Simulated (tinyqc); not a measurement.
MOSFET in the linear regime without short-channel effects, parameter extraction from computed curves: extraction methods against the second mobility attenuation factor.

Inversion charge Q = Cox n Vt W0(exp((Vg - VT)/(n Vt))), W0 the Lambert function and n = nf; u = Q/Cox; mobility mu = mu0/(1 + th1 u + th2 u^2); channel resistance Rch = (L - dL)/(W mu Q); Id = Vd/(Rch + Rsd/W). Cox = eps0 eox/tox. Small Vd, no channel-length or drain effects.

From the continuous curve Id(Vg): tangent at peak gm (V_ext = Vg - Id/gm); constant current Id = 0.1 uA W/L; peak of d2Id/dVg2; Y = Id/sqrt(gm) drawn through Vg = VT + 0.6 and VT + 0.8 V, with intercept VT_Y and slope s. Mobilities gm,max L/(W Cox Vd) and s^2 L/(W Cox Vd) with the drawn L. Last column: share of Rsd/W in the total resistance at VT + 0.8 V.

Inputs (values chosen for the exercise); channel values of the order met in silicon transistors: temperature T = 300 K; relative permittivity of the gate insulator (close to zirconium oxide) eox = 25.5; insulator thickness tox = 20 nm; low-field mobility mu0 = 120 cm^2/(V s); first mobility attenuation factor th1 = 0.4 1/V; threshold voltage VT = 0.24 V; body factor nf = 1.33; gate width W = 0.5 um; drawn gate length L = 0.45 um; drawn less effective length dL = 0.018 um; source plus drain resistance Rsd = 340 ohm um; drain voltage Vd = 0.05 V.

Constants: q = 1.602176634e-19 C, kB = 1.380649e-23 J/K, Vt = kB T/q, eps0 = 8.8541878128e-14 F/cm where lengths are in cm. Results are converted to the units shown.

Result of one run:
```
V_ext (V),constant current (V),second derivative (V),VT_Y (V),mobility from gm (cm^2/(V s)),mobility from Y (cm^2/(V s)),series share (%)
0.242,0.224,0.230,0.300,87.7,120,5.37
```

Which second mobility attenuation factor th2 gave this result: 0.06, 0.12, 0.24, 0.3 or 0.36 1/V^2?

th2 = 0.06 1/V^2.

The whole series:
```
th2 (1/V^2),V_ext (V),constant current (V),second derivative (V),VT_Y (V),mobility from gm (cm^2/(V s)),mobility from Y (cm^2/(V s)),series share (%)
0,0.243,0.224,0.230,0.286,88.2,112,5.49
0.06,0.242,0.224,0.230,0.300,87.7,120,5.37
0.12,0.242,0.224,0.230,0.314,87.3,128,5.26
0.18,0.241,0.224,0.230,0.329,86.9,138,5.16
0.24,0.240,0.224,0.230,0.343,86.5,148,5.05
0.3,0.240,0.224,0.230,0.357,86.2,160,4.96
0.36,0.239,0.224,0.230,0.371,85.8,172,4.86
```

The model has VT = 0.24 V and mu0 = 120 cm^2/(V s). Over the table the extracted thresholds move by 3.9 mV (tangent), under 0.5 mV (constant current), under 0.5 mV (second derivative), 86 mV (Y function). The mobility from gm falls from 88.2 to 85.8 and that from Y rises from 112 to 172 cm^2/(V s).

Computed by the program tinyqc: `OMP_NUM_THREADS=1 python tinyqc.py 2210069 2210070 out.jsonl`, one thread of a shared Intel Xeon 2.30GHz, about 0.01 s for the whole run.
